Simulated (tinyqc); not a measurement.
# Changing the roughness of the surface sigma_1

Model: X-ray reflectivity of a thin film on silicon: critical angles, Parratt recursion, fringes and roughness. Computed by tinyqc, a small Python program. Command: `OMP_NUM_THREADS=1 python tinyqc.py 3120289 3120290 out.jsonl xrr sweep`. One thread of a shared host (Intel(R) Xeon(R) Processor @ 2.30GHz), about 0.01 s of CPU time with the checks.

n = 1 - delta + i beta; the classical electron radius is r_e = 2.8179403e-6 nm. Layer 0 is vacuum, 1 the film, 2 the substrate.

Inputs (values chosen for the exercise, modelled on TiN on silicon, copper K-alpha radiation):
```
quantity                                        value     unit
wavelength lambda                             0.15406       nm
film density rho                                 5.42   g/cm^3
effective electrons per unit mass, film         0.473    mol/g
beta/delta, film                                 0.08        -
film thickness d                                 19.6       nm
roughness of the interface sigma_2               0.54       nm
substrate density                                2.33   g/cm^3
effective electrons per unit mass, substrate    0.507    mol/g
beta/delta, substrate                           0.023        -
grazing angle theta                              1.58  degrees
```

Constants: N_A = 6.02214076e+23 1/mol.

Method:
- delta = r_e lambda^2 rho_e/(2 pi), rho_e = density x electrons per mass x N_A; critical angle sqrt(2 delta), q_c = 4 sqrt(pi r_e rho_e).
- k_j = (2 pi/lambda) sqrt(sin^2 theta - 2 delta_j + 2 i beta_j); r_ij = (k_i - k_j)/(k_i + k_j) x exp(-2 k_i k_j sigma^2) (Nevot-Croce); r = (r_01 + r_12 p)/(1 + r_01 r_12 p), p = exp(2 i k_1 d); R = |r|^2.
- Far above the critical angle the period is d theta = lambda/(2 d), or 2 pi/d in q; the envelope runs between (|r_01| - |r_12 p|)^2 and (|r_01| + |r_12 p|)^2; contrast = 2 a b/(a^2 + b^2) with a = |r_01|, b = |r_12 p|; roughness factors on the amplitudes are about exp(-q^2 sigma^2/2).

One run for each value:
```
roughness of the surface sigma_1 (nm)  contrast  roughness factor, surface  reflectivity R
0.0                                     0.46716                 1.0000e+00      9.3212e-05
0.2                                     0.50930                 9.0378e-01      7.4649e-05
0.4                                     0.64867                 6.6720e-01      3.8158e-05
0.6                                     0.88518                 4.0233e-01      1.2949e-05
0.8                                     0.98246                 1.9817e-01      5.0664e-06
1.0                                     0.60931                 7.9729e-02      5.2724e-06
1.2                                     0.22591                 2.6202e-02      6.5869e-06
1.4                                     0.06316                 7.0335e-03      7.2647e-06
1.6                                     0.01433                 1.5422e-03      7.4853e-06
```

Over the rows, contrast goes from 0.467 through a maximum among these rows, 0.982 at 0.800, to 0.0143; roughness factor, surface falls from 1.00 to 0.00154; reflectivity R goes from 9.32e-5 through a minimum among these rows, 5.07e-6 at 0.800, to 7.49e-6. The contrast is largest at sigma_1 = 0.8 nm among these rows, where the two amplitudes are most nearly equal.

Extremes, crossings and ranges named in words are read from the listed rows.
